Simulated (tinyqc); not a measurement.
Thin film between two gates, subbands and threshold shift from confinement: two steps of the calculation.

Undoped body with a flat potential across it, hard walls, transport along x. Three valley pairs (g = 2 each) with the longitudinal mass along x, y or z. Non-parabolicity enters the subband edges through E (1 + al E) = gamma, so E = 2 gamma/(1 + sqrt(1 + 4 al gamma)); motion within a subband is taken as parabolic with the band-edge mass. Energies are counted from the bulk band edge.

Parameters, values chosen for the exercise; masses close to those of silicon:
- T = 200 K (temperature)
- ml = 0.931 m0 (longitudinal mass)
- mt = 0.192 m0 (transverse mass)
- al = 0 1/eV (non-parabolicity)
- t = 9.3 nm (film thickness (along z))
- dl = 0 nm (widening of the box by penetration into the insulator)

Constants: q = 1.602176634e-19 C, kB = 1.380649e-23 J/K, hbar = 1.054571817e-34 J s, m0 = 9.1093837015e-31 kg, Vt = kB T/q, hbar^2/(2 m0) = 0.0380998212 eV nm^2. Results are converted to the units shown.

Question 1. Lowest subbands. gamma = C (pi k/(t + dl))^2/mz, C = hbar^2/(2 m0). List the 6 lowest, labelled by valley axis and quantum numbers, with degeneracy g and N_k: N_k = g sqrt(mx my) m0 kB T/(pi hbar^2).

Find: E_k; g; N_k.

Answer 1.

| subband | E_k (eV) | g | N_k (cm^-2) |
|---|---|---|---|
| z1 | 0.004670 | 2 | 2.765e12 |
| z2 | 0.01868 | 2 | 2.765e12 |
| x1 | 0.02264 | 2 | 6.088e12 |
| y1 | 0.02264 | 2 | 6.088e12 |
| z3 | 0.04203 | 2 | 2.765e12 |
| z4 | 0.07472 | 2 | 2.765e12 |

Question 2. Threshold shift. Each subband has N_k = g sqrt(mx my) m0 kB T/(pi hbar^2); without degeneracy n = exp(EF/Vt) sum N_k exp(-E_k/Vt). Classical value Nc times t, Nc = sum over valleys of 2 g (m m0 kB T/(2 pi hbar^2))^1.5 with m = (mx my mz)^(1/3). Threshold shift dVT = Vt ln(classical value/sum N_k exp(-E_k/Vt)). Use the subbands listed.

| subband | E_k (eV) | N_k (cm^-2) |
|---|---|---|
| z1 | 0.0046698949 | 2.7645936e12 |
| z2 | 0.018679579 | 2.7645936e12 |
| x1 | 0.022644126 | 6.0877321e12 |
| y1 | 0.022644126 | 6.0877321e12 |
| z3 | 0.042029054 | 2.7645936e12 |
| z4 | 0.074718318 | 2.7645936e12 |

Wanted: shares; sum N_k exp(-E_k/Vt); Nc; classical value; dVT.

Answer 2.

| subband | shares (%) |
|---|---|
| z1 | 31.976 |
| z2 | 14.184 |
| x1 | 24.815 |
| y1 | 24.815 |
| z3 | 3.659 |
| z4 | 0.549 |

sum N_k exp(-E_k/Vt) = 6.5937e12 cm^-2
Nc = 1.5183e19 cm^-3
classical value = 1.4120e13 cm^-2
dVT = 13.124 mV

Program tinyqc, `OMP_NUM_THREADS=1 python tinyqc.py 2350154 2350155 out.jsonl`; Intel Xeon 2.30GHz, shared host, one thread, about 0.1 s.
